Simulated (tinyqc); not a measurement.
Space-charge-limited current with shallow traps: one step of the calculation.

One carrier type, drift only, an injecting contact at x = 0 (zero field) and thickness L. The share th = y/(1 + y), y = (Nc/Nt) exp(-Et/kB T), of the injected charge is free: J = q mu n F, eps0 eps_r dF/dx = q (n - n0)/th.

Task. Limits and characteristic voltages. Ohmic J = q n0 mu V/L; Mott-Gurney J = (9/8) th eps0 eps_r mu V^2/L^3; they cross at Vx = 8 q n0 L^2/(9 th eps0 eps_r); traps fill at V_TFL = q Nt L^2/(2 eps0 eps_r).

Parameters, values chosen for the exercise: temperature T = 250 K; relative permittivity eps_r = 7.3; mobility mu = 0.008 cm^2/(V s); thickness L = 77 nm; band density of states Nc = 1.7e19 cm^-3; trap density Nt = 2.7e18 cm^-3; trap depth Et = 0.22 eV; free carrier density in equilibrium n0 = 1.3e13 cm^-3; voltage V = 4.7 V.

Constants: q = 1.602176634e-19 C, kB = 1.380649e-23 J/K, Vt = kB T/q, eps0 = 8.8541878128e-14 F/cm where lengths are in cm. Results are converted to the units shown.

Find: th; ohmic J; Mott-Gurney J; Vx; V_TFL.

Result.

th = 2.3120e-4
ohmic J = 0.010171 A/cm^2
Mott-Gurney J = 0.065076 A/cm^2
Vx = 0.73457 V
V_TFL = 19.841 V

Range of the model: Diffusion and a field-dependent mobility are left out. With injecting contacts the diffusion current, about 4 pi^2 Vt th eps0 eps_r mu V/L^3, equals the Mott-Gurney current at V = 35 kB T/q (0.9 V at 300 K), so the drift-only result needs V well above that.

Numbers from tinyqc (`OMP_NUM_THREADS=1 python tinyqc.py 2370111 2370112 out.jsonl`; about 0.01 s on one thread of a shared Intel Xeon 2.30GHz).
